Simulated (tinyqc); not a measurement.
Moment against band filling: Stoner model of a band ferromagnet.

Density of states per atom and spin: semi-elliptic, D(e) = (8 M/(pi W^2)) sqrt(W^2/4 - e^2). Levels e -/+ I m/2 for up and down spin, m = n_up - n_down, n_up + n_down = nd. At zero temperature e(N) is the energy below which N states lie, and E(m) = sum over spins of integral e D de - I m^2/4.

Parameters, chosen for this exercise:
- W = 4.4 eV (band width, e from -W/2 to W/2)
- M = 5 (states per atom and spin)
- I = 0.55 eV (Stoner parameter)

Rigid band, I fixed: a Slater-Pauling curve.

Results:

| nd | I D(EF) | m (muB) | m_max |
|---|---|---|---|
| 3.0 | 0.754 | 0.000 | 3.0 |
| 4.0 | 0.786 | 0.000 | 4.0 |
| 5.0 | 0.796 | 0.000 | 5.0 |
| 6.0 | 0.786 | 0.000 | 4.0 |
| 6.5 | 0.773 | 0.000 | 3.5 |
| 7.0 | 0.754 | 0.000 | 3.0 |
| 7.5 | 0.728 | 0.000 | 2.5 |
| 8.0 | 0.693 | 0.000 | 2.0 |
| 8.5 | 0.645 | 0.000 | 1.5 |
| 9.0 | 0.578 | 0.000 | 1.0 |
| 9.5 | 0.472 | 0.000 | 0.5 |

What does the comparison show?

No listed filling is magnetic. No listed filling is saturated.

Program tinyqc; command `OMP_NUM_THREADS=1 python tinyqc.py 1680982 1680983 out.jsonl`; about 0.2 s on one thread of a shared Intel(R) Xeon(R) Processor @ 2.30GHz.
